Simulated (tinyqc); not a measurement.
What moves the results: BHZ model on a square lattice (one spin block). A value that a table varies takes the place of the one given here.

h(k) = e0 + d.s with s the Pauli matrices in the basis (E, H), k in units of 1/a: dx = (A/a) sin kx, dy = (A/a) sin ky, dz = M - (2B/a^2)(2 - cos kx - cos ky), e0 = -(2D/a^2)(2 - cos kx - cos ky). The other spin block is h*(-k). For small k this is the continuum model with dz = M - B k^2.

Ribbon along x with N rows: cos ky and sin ky become hoppings between rows, block (A/a) sy/(2i) + (B/a^2) sz + D/a^2 from row n to n + 1, and the rows end at hard walls; width (N + 1) a.

Values chosen for the exercise (of the size used for thin Bi2Se3 films; shifted at random, so the results belong to these values and not to a real crystal): A = 2.64 eV angstrom; B = -19.1 eV angstrom^2; D = -5.2 eV angstrom^2; M = -0.0774 eV (mass term); a = 8 angstrom (grid spacing); k = (-0.31, 0.09) 1/a (wave vector).

## Gap of the edge states against width

penetration = 25.93 angstrom
E at kx = 0 = 21.0723 meV

The two middle levels of the ribbon at kx = 0. The continuum edge state has E = -D M/B and penetration 1/Re(l1), l1 = F - sqrt(F^2 - M/B), F = |A|/(2 sqrt(B^2 - D^2)).

Edge levels:

| N | width (nm) | lower (meV) | upper (meV) | gap (meV) |
|---|---|---|---|---|
| 6 | 5.6 | -9.926 | 65.790 | 75.7160 |
| 10 | 8.8 | 12.165 | 32.003 | 19.8376 |
| 14 | 12.0 | 18.310 | 24.114 | 5.8037 |
| 20 | 16.8 | 20.602 | 21.555 | 0.9531 |
| 28 | 23.2 | 21.029 | 21.115 | 0.0863 |
| 40 | 32.8 | 21.071 | 21.073 | 0.0024 |
| 56 | 45.6 | 21.072 | 21.072 | 0.0000 |

The two edges of one spin block overlap and open a gap, 75.72 meV at 6 nm and 0.0000 meV at 46 nm, against a bulk gap 2|M| = 154.8 meV at Gamma and a penetration of 2.6 nm. The mean of the pair in the widest ribbon is 21.072 meV, against 21.072 for the continuum edge.

## Through the transition

M is varied. Direct gap at Gamma 2|M|; smallest direct gap on kx = 0 to 1 in steps of 0.01; nu = 1 for M/B > 0, else 0; middle gap of a ribbon of 40 rows at kx = 0 (block (A/a) sy/(2i) + (B/a^2) sz + D/a^2 between rows, hard walls).

Against M (meV):

| M | 2\|M\| | smallest direct gap | nu | ribbon gap |
|---|---|---|---|---|
| -40 | 80.0 | 80.00 | 1 | 0.845 |
| -25 | 50.0 | 50.00 | 1 | 4.317 |
| -15 | 30.0 | 30.00 | 1 | 10.212 |
| -8 | 16.0 | 16.00 | 1 | 16.679 |
| -3 | 6.0 | 6.00 | 1 | 22.447 |
| 3 | 6.0 | 6.00 | 0 | 30.440 |
| 8 | 16.0 | 16.00 | 0 | 37.819 |
| 15 | 30.0 | 30.00 | 0 | 48.970 |
| 30 | 60.0 | 60.00 | 0 | 74.948 |

With B < 0, negative M is inverted. There edge states cross the bulk gap: the ribbon gap is 4.317 against 50.0 meV at M = -25 meV, and 22.447 against 6.0 at -3 meV, where the edge states overlap across the whole ribbon and confinement rules, while for positive M confinement raises it above 2|M| (48.97 against 30 meV at M = 15 meV). The smallest direct gap stays at Gamma on all rows.

## What each parameter does

Levels at k and dz there. Each row changes one parameter from the base and keeps the others.

Results:

| case | lower (meV) | upper (meV) | dz (meV) |
|---|---|---|---|
| base | -106.398 | 123.205 | -46.533 |
| A = 2.904 eV angstrom | -116.065 | 132.872 | -46.533 |
| B = -21.01 eV angstrom^2 | -105.182 | 121.989 | -43.447 |
| D = -4.16 eV angstrom^2 | -108.079 | 121.524 | -46.533 |
| M = -0.0724 eV | -104.464 | 121.271 | -41.533 |
| a = 10 angstrom | -96.465 | 107.221 | -57.645 |

The largest shifts from the base row, up to three for each result and ties (the steps differ in size, so this ranks the rows, not the parameters). lower (meV): a +9.933, A -9.667, M +1.934. upper (meV): a -15.984, A +9.667, M -1.934. dz (meV): a -11.112, M +5.000, B +3.087; unchanged at the printed digits by A and D. D shifts both levels alike and leaves the states, so it cannot change the topology while the gap stays open.

Run: tinyqc, `OMP_NUM_THREADS=1 python tinyqc.py 1451071 1451072 out.jsonl`; Intel(R) Xeon(R) Processor @ 2.30GHz, one thread, shared host; about 0.2 s of CPU time with all checks.
